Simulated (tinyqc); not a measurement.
# Modulation-doped quantum well, Poisson-Schroedinger loop, step by step

Computed by the program tinyqc: `OMP_NUM_THREADS=1 python tinyqc.py 2140027 2140028 out.jsonl`, one thread of a shared Intel Xeon 2.30GHz, about 0.2 s for the whole run. Printed values are rounded.

A well of width L centred at z = 0 between barriers Vb; effective-mass electrons, parabolic bands. The electrons come from donor sheets outside the mesh, a share fL of Ns on the left and the rest on the right, so the structure is neutral. Energies are counted from the band edge of the well, with U = 0 on the first node in the Hartree part.

Values chosen for this exercise; material values those of a made-up well:
```
symbol   value   unit                               meaning
T          300      K                           temperature
md      0.0245     m0                         in-plane mass
Vb        1.26     eV                        barrier height
eps_r     18.6           relative permittivity (all layers)
L          8.8     nm                            well width
hz         1.1     nm                             mesh step
Ns      8.7e11  cm^-2            sheet density of electrons
fL           1         share of the donors on the left side
Fz           0  kV/cm                 applied field along z
a          0.3                                mixing factor
```

Constants: q = 1.602176634e-19 C, kB = 1.380649e-23 J/K, hbar = 1.054571817e-34 J s, m0 = 9.1093837015e-31 kg, Vt = kB T/q, eps0 = 8.8541878128e-14 F/cm where lengths are in cm, hbar^2/(2 m0) = 0.0380998212 eV nm^2. Results are converted to the units shown.

Range of the model: The Fermi level lies more than 0.15 eV above the band edge, where non-parabolicity matters for so light a mass.

## Fixed part of the potential

z, node 1 to 18 (nm): -9.35  -8.25  -7.15  -6.05  -4.95  -3.85  -2.75  -1.65  -0.55  0.55  1.65  2.75  3.85  4.95  6.05  7.15  8.25  9.35

V0 = 0 in the well and Vb outside, plus q Fz z (1 kV/cm = 1e-4 eV/nm).

fixed potential V0, node 1 to 18 (eV): 1.26000  1.26000  1.26000  1.26000  1.26000  0.00000  0.00000  0.00000  0.00000  0.00000  0.00000  0.00000  0.00000  1.26000  1.26000  1.26000  1.26000  1.26000

## Round 1: levels and probability densities

self-consistent potential U at the start, node 1 to 18 (eV): 0  0  0  0  0  0  0  0  0  0  0  0  0  0  0  0  0  0
mass on the intervals 1/2, 3/2, ... (mean of both at an interface) (m0): 0.119  0.119  0.119  0.119  0.119  0.07525  0.0315  0.0315  0.0315  0.0315  0.0315  0.0315  0.0315  0.07525  0.119  0.119  0.119  0.119  0.119

Tridiagonal Hamiltonian with psi = 0 one step beyond both ends: H_ii = C (1/m_(i-1/2) + 1/m_(i+1/2))/hz^2 + V0_i + U_i, H_(i,i+1) = -C/(m_(i+1/2) hz^2), C = hbar^2/(2 m0). The lowest 3 level(s) are kept, normalised to hz sum |psi|^2 = 1.

levels (eV): E1 0.061596, E2 0.283617, E3 0.704549

```
node  |psi|^2 of E1 (1/nm)  |psi|^2 of E2 (1/nm)  |psi|^2 of E3 (1/nm)
1                 0.000000              0.000000              0.000000
2                 0.000000              0.000000              0.000008
3                 0.000002              0.000012              0.000113
4                 0.000081              0.000363              0.001672
5                 0.003307              0.011023              0.024635
6                 0.063935              0.163464              0.192460
7                 0.101791              0.172133              0.061223
8                 0.133650              0.094713              0.013980
9                 0.151779              0.012837              0.160454
10                0.151779              0.012837              0.160454
11                0.133650              0.094713              0.013980
12                0.101791              0.172133              0.061223
13                0.063935              0.163464              0.192460
14                0.003307              0.011023              0.024635
15                0.000081              0.000363              0.001672
16                0.000002              0.000012              0.000113
17                0.000000              0.000000              0.000008
18                0.000000              0.000000              0.000000
```

## Round 1: Fermi level and occupations

Level k holds N_k = D_k Vt ln(1 + exp((EF - E_k)/Vt)) with D = md m0 q/(pi hbar^2) per eV (spin included); EF is fixed by sum N_k = Ns.

EF = 0.145491 eV
N_k (cm^-2): E1 8.68738e11, E2 1.26214e9, E3 107.350

## Round 1: density, output potential and mixing

n_i = sum_k N_k |psi_k|^2 (converted to cm^-3). Hartree part by Gauss: on the interval after node i the enclosed sheet charge is S_i = fL Ns - hz sum_(j<=i) n_j, and U_(i+1) = U_i + q S_i hz/(eps0 eps_r) in eV, U_1 = 0. Mixing: U(new) = U + a (U(out) - U).

```
node  n (1e18 cm^-3)  U(out) (eV)  U after round 1 (eV)
1            0.00000    0.0000000             0.0000000
2            0.00000    0.0093102             0.0027931
3            0.00002    0.0186205             0.0055861
4            0.00071    0.0279307             0.0083792
5            0.02887    0.0372401             0.0111720
6            0.55749    0.0465155             0.0139546
7            0.88647    0.0551346             0.0165404
8            1.16226    0.0627102             0.0188131
9            1.31872    0.0689177             0.0206753
10           1.31872    0.0735728             0.0220718
11           1.16226    0.0766756             0.0230027
12           0.88647    0.0784102             0.0235231
13           0.55749    0.0791013             0.0237304
14           0.02887    0.0791361             0.0237408
15           0.00071    0.0791370             0.0237411
16           0.00002    0.0791370             0.0237411
17           0.00000    0.0791370             0.0237411
18           0.00000    0.0791370             0.0237411
```

## Course of the self-consistent loop

Start from U = 0. Stop when the largest |U(out) - U| is below 1e-7 eV, or after 60 rounds. From round 2 on: Anderson mixing of depth m keeps the last m inputs V and residuals F = V(out) - V(in), fits c by least squares to F = dF c over their successive differences dF, dV, and sets V(new) = V + a F - (dV + a dF) c. Here m = 3.

Course of the iteration:
```
round  level E1 (eV)   EF (eV)  largest |U(out) - U| (eV)
1          0.0615956  0.145491                     0.0791
2          0.0821097  0.166002                     0.0549
3           0.128735  0.212621                    5.06e-4
4           0.128913  0.212798                    4.81e-5
5           0.128942  0.212827                    5.79e-7
6           0.128941  0.212827                    4.01e-7
7           0.128941  0.212827                    1.47e-9
```

Converged in 7 rounds.

## Converged levels, occupations and centroid

converged U, node 1 to 18 (eV): 0.0000000  0.0093102  0.0186205  0.0279307  0.0372398  0.0465085  0.0550203  0.0623714  0.0682705  0.0726009  0.0754317  0.0769899  0.0776042  0.0776349  0.0776356  0.0776356  0.0776356  0.0776356

Solve for the levels with V0 + U, find EF, n_i = sum_k N_k |psi_k|^2 (in cm^-3); share of each level N_k/Ns; centroid sum n z/sum n.

levels (eV): E1 0.128941, E2 0.348884, E3 0.770067
EF = 0.212827 eV
shares (%): E1 99.8429, E2 0.1571, E3 0.0000
n, node 1 to 18 (in units of 1e18 cm^-3): 0.00000  0.00000  0.00002  0.00089  0.03444  0.64284  0.98615  1.23345  1.33262  1.27384  1.08118  0.80180  0.49585  0.02539  0.00062  0.00002  0.00000  0.00000
centroid = -0.177387 nm

With 400 intervals across the well and the same walls, E2 - E1 = 247.2 meV and EF - E1 = 83.98 meV; this mesh gives 219.9 and 83.89 meV.
